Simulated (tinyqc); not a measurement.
Schottky diode by thermionic emission with image-force lowering and series resistance: two steps of the calculation.

Metal on an n-type semiconductor with one parabolic valley; V > 0 is forward bias (metal positive). I = I0 [exp(Vj/(n Vt)) - 1] with Vj = V - I Rs; I0 = S A* T^2 exp(-(phi - dphi)/Vt), the lowering dphi taken at zero bias.

Parameters, values chosen for the exercise; band and dielectric values close to those of gallium nitride: temperature T = 400 K; ideality factor n = 1.15; series resistance Rs = 0.9 ohm; applied bias V = 1.1 V.

Constants: q = 1.602176634e-19 C, kB = 1.380649e-23 J/K, Vt = kB T/q. Results are converted to the units shown.

Question 1. Junction voltage. Fixed-point step: I = (V - Vj)/Rs, then Vj(new) = n Vt ln(1 + I/I0).

I0 = 2.4005779e-11 A
Vj at the start = 0.59 V

Wanted: Vj after iteration 1.

Answer 1.

Vj after iteration 1 = 0.94678 V

Question 2. Current and small-signal resistance. I = I0 [exp(Vj/(n Vt)) - 1], dV/dI = Rs + n Vt/(I + I0).

I0 = 2.4005779e-11 A
converged Vj = 0.90804986 V

Find: I; drop over Rs; dV/dI.

Answer 2.

I = 213.3 mA
drop over Rs = 0.1920 V
dV/dI = 1.086 ohm

Computed by the program tinyqc: `OMP_NUM_THREADS=1 python tinyqc.py 2640017 2640018 out.jsonl`, one thread of a shared Intel Xeon 2.30GHz, about 0.01 s for the whole run.
